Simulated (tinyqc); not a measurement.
# Tunnelling through a gate dielectric, WKB transmission and Tsu-Esaki current: two studies

Electrons leave the emitter at x = 0. Energies E (motion across the layers) are in eV from the emitter Fermi level; the collector Fermi level lies at -V and offers states at every E. No charge in the dielectric and no image force: F1 = V/t1, U = phi1 - F1 x. With C = hbar^2/(2 m0), kappa = sqrt(m (U - E)/C) where U > E and 0 elsewhere; T(E) = exp(-S), S = 2 times the integral of kappa over x.

Values chosen for this exercise; dielectric values close to those of aluminium oxide: temperature T = 200 K; Fermi energy of the emitter above its band bottom Ef = 0.31 eV; emitter mass in the supply function me = 1 m0; barrier of layer 1 above the emitter Fermi level at zero bias phi1 = 2.69 eV; tunnelling mass of layer 1 m1 = 0.41 m0; thickness of layer 1 t1 = 2.8 nm; voltage across the dielectric V = 0.4 V.

Constants: q = 1.602176634e-19 C, kB = 1.380649e-23 J/K, hbar = 1.054571817e-34 J s, m0 = 9.1093837015e-31 kg, Vt = kB T/q, hbar^2/(2 m0) = 0.0380998212 eV nm^2. Results are converted to the units shown.

Each table varies one quantity; the others keep the values above.

## Effect of the barrier height

Each layer adds (2/F) sqrt(m/C) [G(u at its left edge) - G(u at its right edge)] to S, with u = U - E (0 where negative) and G(u) = (2/3) u^1.5. J = J0 times the integral of T(E) N(E) dE, N = ln[(1 + exp(-E/Vt))/(1 + exp((-E - V)/Vt))], J0 = q^2 me m0 kB T/(2 pi^2 hbar^3) (times 1e-4 for A/cm^2 per eV), from E = -Ef to far above the barrier (T = 1 there), by quadrature converged to the digits shown.

Effect of the barrier height:
```
phi1 (eV)  S at E = 0   T(E = 0)  J (A/cm^2)  mean E of the current (eV)
1.3             19.24   4.406e-9      0.7733                     -0.1502
1.56            21.40  5.062e-10      0.1004                     -0.1556
1.81            23.29  7.645e-11     0.01663                     -0.1596
2.07            25.11  1.245e-11    0.002928                     -0.1628
2.33            26.80  2.294e-12    5.755e-4                     -0.1655
2.59            28.39  4.674e-13    1.239e-4                     -0.1677
2.84            29.84  1.097e-13    3.045e-5                     -0.1696
3.1             31.28  2.608e-14    7.551e-6                     -0.1712
```

What does the comparison show?

J falls from 0.773 to 7.55e-6 A/cm^2, on average 2.78 decades for each eV, while S rises from 19.2 to 31.3, as phi1^(0.56) over the table (a flat barrier gives 0.5, a triangular one 1.5).

## A Fowler-Nordheim plot

The thickness is set to t1 = 6 nm and V = F t1. The closed formula is J = A F^2 exp(-B/F), A = q^2 me/(16 pi^2 hbar m1 phi1) (A/V^2 with phi1 in volts), B = (4/3) sqrt(m1/C) phi1^1.5 (V/nm), C = hbar^2/(2 m0); it assumes zero temperature, a deep Fermi sea and S linear in E.

A Fowler-Nordheim plot:
```
F (V/nm)  J (A/cm^2)  J by the formula (A/cm^2)  ln(J/F^2), F in V/cm
0.6         6.104e-7                   5.418e-7                -45.52
0.71        1.157e-4                   1.107e-4                -40.62
0.83        0.007490                   0.007696                -36.76
0.94          0.1370                     0.1500                -34.10
1.06           1.663                      1.948                -31.84
1.17           10.53                      13.14                -30.20
1.29           55.42                      74.11                -28.73
1.4            198.5                      282.8                -27.62
```

The slope of ln(J/F^2) against 1/F between the end rows is -18.80 V/nm, against B = 19.30 V/nm; read as B it gives phi1 = 2.64 eV. The integrated current is 13 % above the formula in the first row and 30 % below it in the last. The shortfall in the last row comes from the shallow Fermi sea, which cuts off supply that the formula counts. In 4 of the 8 rows the field exceeds 10 MV/cm (up to 14.0), more than most dielectrics sustain; the model ignores breakdown.

Program tinyqc, `OMP_NUM_THREADS=1 python tinyqc.py 2540067 2540068 out.jsonl`; Intel Xeon 2.30GHz, shared host, one thread, about 0.02 s.
